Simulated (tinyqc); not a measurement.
Minority carriers and saturation current of a heavily doped emitter: effect of temperature on the narrowing factor.

n-type, parabolic bands, full ionisation. eta = (EF - Ec)/kB T solves N = Nc F12(eta), F12(x) = (2/sqrt(pi)) int_0^infinity sqrt(u)/(1 + exp(u - x)) du. The gap shrinks rigidly by dEg = E1 [ln(N/N0) + sqrt(ln^2(N/N0) + 0.5)], an empirical law that is here taken as the true narrowing.

Nc is given at 350 K and scales as T^1.5; dEg is held. The factor nie^2/ni^2 = exp(dEg/kB T) g, g = F12(eta) exp(-eta), divides the current gain of a transistor with this emitter.

Values chosen for this exercise; band and dielectric values close to those of silicon:
```
symbol    value   unit                                     meaning
Nc      3.58e19  cm^-3  conduction-band density of states at 350 K
N        5.7e19  cm^-3                       ionised donor density
E1          6.8    meV                 energy of the narrowing law
N0       8.6e16  cm^-3                density of the narrowing law
```

Constants: q = 1.602176634e-19 C, kB = 1.380649e-23 J/K, Vt = kB T/q. Results are converted to the units shown.

Effect of temperature on the narrowing factor:
```
T (K)     eta       g  nie^2/ni^2  its logarithm
150     3.606  0.1541       146.3          4.985
200     2.547  0.2886       49.35          3.899
250     1.870  0.4063       24.85          3.213
300     1.387  0.5013       15.44          2.737
350     1.016  0.5764       10.88          2.387
400    0.7175  0.6359       8.315          2.118
450    0.4685  0.6836       6.718          1.905
```

What does the comparison show?

The factor falls from 146 to 6.72. Its slope against q/kB T is 56.2 meV between the first two rows and 66.2 meV between the last two, against dEg = 88.6 meV: degeneracy takes back part of the narrowing. The factor grows on cooling, so the current gain of such a transistor falls.

Range of the model: Band tails, non-parabolic bands and incomplete ionisation are left out.

tinyqc, about 0.01 s, one thread, Intel Xeon 2.30GHz (shared host): `OMP_NUM_THREADS=1 python tinyqc.py 2330069 2330070 out.jsonl`
